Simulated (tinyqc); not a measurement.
# Input admittance of a MOSFET at zero drain bias: distributed channel and distributed gate: input impedance against frequency

Source and drain grounded, strong inversion, w = 2 pi f, Cox = eps0 eox/tox. The channel is an RC line of resistance 1/(mu Cox Vo) per square fed from both ends, so one finger has the intrinsic admittance y = i w Cox L tanh(g)/g per width, g = (1/2) sqrt(i w tau), tau = L^2/(mu Vo). The vertical resistance rv/L is in series with y, the overlaps 2 i w Cov in parallel: y_t = 1/(1/y + rv/L) + 2 i w Cov. The gate strip is a line of Rsh/L per length loaded by y_t, so a finger has Y = y_t Wf tanh(k)/k, k = (Wf/sd) sqrt(y_t Rsh/L); the device has Nf Y.

Low-frequency limits, with c = Cox L and ct = c + 2 Cov: R_strip = Rsh Wf/(3 sd^2 L Nf), R_ch = (c/ct)^2 L/(12 mu Cox Vo Wf Nf), R_vert = (c/ct)^2 rv/(L Wf Nf), C = ct Wf Nf. Z = 1/(Nf Y) = R + 1/(i w C), Q = |Im Z|/R, far-point signal |1/cosh k|.

Values chosen for this exercise; values of the order met in silicon radio-frequency transistors:

| symbol | value | unit | meaning |
|---|---|---|---|
| eox | 7.41 |  | relative permittivity of the gate insulator (close to silicon nitride) |
| tox | 6.5 | nm | insulator thickness |
| L | 0.27 | um | channel length |
| Wf | 18 | um | finger width |
| Nf | 16 |  | number of fingers |
| mu | 310 | cm^2/(V s) | channel mobility |
| Vo | 0.25 | V | gate overdrive |
| Rsh | 8.1 | ohm/square | sheet resistance of the gate |
| rv | 0 | ohm um^2 | vertical resistivity of the gate stack |
| sd | 2 |  | number of ends at which a finger is contacted |
| Cov | 0.27 | fF/um | overlap and fringe capacitance on each side |

Constants: eps0 = 8.8541878128e-14 F/cm where lengths are in cm. Results are converted to the units shown.

The same in every row: low-frequency R (ohm) = 3.508.

Input impedance against frequency:

| f (GHz) | w tau | \|k\| | R (ohm) | C (fF) | Q | signal at the far point |
|---|---|---|---|---|---|---|
| 0.1 | 0.005910 | 0.07061 | 3.508 | 940.4 | 482.4 | 1.000 |
| 0.3 | 0.01773 | 0.1223 | 3.508 | 940.4 | 160.8 | 1.000 |
| 0.8 | 0.04728 | 0.1997 | 3.508 | 940.4 | 60.30 | 0.9998 |
| 2 | 0.1182 | 0.3158 | 3.508 | 940.2 | 24.13 | 0.9988 |
| 6 | 0.3546 | 0.5468 | 3.505 | 938.3 | 8.065 | 0.9890 |
| 20 | 1.182 | 0.9954 | 3.475 | 918.1 | 2.494 | 0.8949 |
| 40 | 2.364 | 1.395 | 3.390 | 863.1 | 1.360 | 0.7064 |
| 100 | 5.910 | 2.089 | 3.061 | 680.5 | 0.7641 | 0.3686 |
| 300 | 17.73 | 2.917 | 2.500 | 382.3 | 0.5550 | 0.1561 |

R falls from 3.51 to 2.50 ohm and C falls from 940 to 382 fF. Q goes as f^(-1.00) between the first two rows and f^(-0.29) between the last two, where w tau = 17.7 and |k| = 2.92. The low-frequency limits hold both R and C within 5 % up to f = 20 GHz among the rows.

Computed by the program tinyqc: `OMP_NUM_THREADS=1 python tinyqc.py 2262009 2262010 out.jsonl`, one thread of a shared Intel Xeon 2.30GHz, about 0.01 s for the whole run.
